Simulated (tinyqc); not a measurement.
Anisotropic wet etching of Si(100): plane rates, V-grooves, membranes and undercut: one step, computed by the program tinyqc.

A long slot opens the mask on a (100) wafer. The floor etches at R100; (111) walls stand at theta = arctan(sqrt2) = 54.7356 degrees to the surface and recede at R111 along their normal.

Problem. Shape after the time t. A misaligned edge exposes ledges and adds R100 sin(misalignment) to the lateral rate (a simple estimate): u = R111/sin(theta) + R100 sin(misalignment). Top width W = w + 2 u t; floor width b = W - 2 z/tan(theta) = W - sqrt2 z. The floor lasts until b = 0, at t_V = w/(sqrt2 R100 - 2u); depth z = R100 t before t_V and W/sqrt2 after.

Inputs (values chosen for the exercise, close to those used for potassium hydroxide solutions):
```
quantity                                                                  value     unit
bath temperature T                                                           50        C
width w (mask opening along <110>, or membrane width in the design step)    360       um
misalignment of the mask                                                      1  degrees
etch time t                                                                 4.2      min
```

R100 = 0.2327043 um/min

R111 = 0.003842007 um/min

Give: lateral rate u; time t_V to close the V; top width W; depth z; floor width b.

Solution.

lateral rate u = 0.008767 um/min

time t_V to close the V = 1155 min

top width W = 360.1 um

depth z = 0.9774 um

floor width b = 358.7 um

The floor remains; undercut per side is 0.0368 um, 3.77 % of the depth.
